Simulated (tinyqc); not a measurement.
Stacked nanosheet transistor, parasitic resistance, capacitance and delay: effect of the sheet width.

Ns sheets share one contact on top; each has perimeter p = 2 (Ws + ts) and cross-section A = Ws ts; contact width Wc = Ws + 10 nm, stack height Hs = Ns pv. Sheet 1 is the top one. Contact length Lc = CPP - Lg - 2 Lsp, shared by two neighbouring gates. Source and drain sides are equal. The formulas are first-order estimates, not field solutions.

Epitaxy sheet resistance Rsh = re/te, transfer length LT = sqrt(rc/Rsh), contact Rc = [sqrt(rc Rsh)/Wc] coth(Lc/(2 LT)); extension of one sheet Rx = rx Lsp/A. With N sheets: gate Cg = Cinv p N Lg; per side, plate Cp = ks eps0 [Wc (Hs + Hc) - N A]/Lsp, top fringe Cf = (2/pi) ks eps0 Wc ln(1 + Lg/(2 Lsp)), overlap Co = Cinv p N Lov. One sheet: I = p Q vx u/(1 + |u|^1.8)^(1/1.8), Q = Cinv n Vt ln(1 + exp((Vg' - VT + dl Vd')/(n Vt))), u = Vd' mu/(vx Lg), Vg' = Vgs - v, Vd' = Vds - 2 v, with the drop on each side v_j = Rc sum I + rv (sum over levels k = 2..j of the current of sheets k..Ns) + Rx I_j. Ieff = [I(Vgs = Vdd, Vds = Vdd/2) + I(Vdd/2, Vdd)]/2, total currents. With Cs = Cp + Cf + Co, the load of an inverter of two such devices driving an equal one is CL = 2 (Cg + 2 Cs) + 4 Cs + Cw (own drains counted twice for the Miller effect); delay CL Vdd/(2 Ieff).

Values chosen for this exercise; values close to those of silicon logic devices:

| symbol | value | unit | meaning |
|---|---|---|---|
| T | 300 | K | temperature |
| Ns | 5 |  | number of sheets |
| ts | 5 | nm | sheet thickness |
| pv | 14 | nm | vertical pitch of the sheets |
| rv | 118 | ohm | vertical resistance between sheet levels |
| CPP | 70 | nm | contacted gate pitch |
| Lg | 18 | nm | gate length |
| Lsp | 4 | nm | spacer length |
| ks | 4.5 |  | relative permittivity of the spacer |
| Hc | 20 | nm | gate height above the channel stack |
| rc | 6e-10 | ohm cm^2 | contact resistivity |
| re | 0.00026 | ohm cm | resistivity of the source-drain epitaxy |
| te | 15 | nm | current-carrying depth of the epitaxy |
| rx | 0.00056 | ohm cm | resistivity of the extension |
| Lov | 1 | nm | gate overlap |
| Cinv | 3.3 | uF/cm^2 | inversion capacitance |
| vx | 1e7 | cm/s | injection velocity |
| mu | 130 | cm^2/(V s) | apparent mobility |
| VT | 0.28 | V | threshold at zero drain voltage |
| dl | 0.037 | V/V | barrier lowering |
| n | 1.27 |  | subthreshold factor |
| Cw | 0.36 | fF | wire load |
| Vdd | 0.65 | V | supply voltage |

Constants: q = 1.602176634e-19 C, kB = 1.380649e-23 J/K, eps0 = 8.8541878128e-12 F/m, Vt = kB T/q. Results are converted to the units shown.

Result of one run:

| Ws (nm) | Rc (ohm) | Rx/N (ohm) | Ieff (uA) | CL (aF) | delay (ps) |
|---|---|---|---|---|---|
| 8 | 216.3 | 112.0 | 69.70 | 666.2 | 3.107 |

What becomes of these results when the sheet width Ws is changed from 8 to 12 nm, all else the same?

Result of the changed run:

| Ws (nm) | Rc (ohm) | Rx/N (ohm) | Ieff (uA) | CL (aF) | delay (ps) |
|---|---|---|---|---|---|
| 12 | 177.0 | 74.67 | 89.29 | 746.0 | 2.715 |

The whole series:

| Ws (nm) | Rc (ohm) | Rx/N (ohm) | Ieff (uA) | CL (aF) | delay (ps) |
|---|---|---|---|---|---|
| 8 | 216.3 | 112.0 | 69.70 | 666.2 | 3.107 |
| 12 | 177.0 | 74.67 | 89.29 | 746.0 | 2.715 |
| 18 | 139.1 | 49.78 | 117.0 | 865.6 | 2.404 |
| 25 | 111.2 | 35.84 | 147.4 | 1005 | 2.217 |
| 35 | 86.53 | 25.60 | 187.5 | 1205 | 2.088 |
| 50 | 64.90 | 17.92 | 242.1 | 1504 | 2.018 |
| 70 | 48.67 | 12.80 | 307.0 | 1902 | 2.014 |

As Ws goes from 8 to 70 nm, Ieff rises from 69.7 to 307 uA, CL rises from 666 to 1900 aF and the delay falls from 3.11 to 2.01 ps. From the first row to the last Ieff grows by a factor of 4.40 and CL by 2.86; the first step changes the delay by -13 %, the last by -0.21 %.

Program tinyqc, `OMP_NUM_THREADS=1 python tinyqc.py 2170013 2170014 out.jsonl`; Intel Xeon 2.30GHz, shared host, one thread, about 0.07 s.
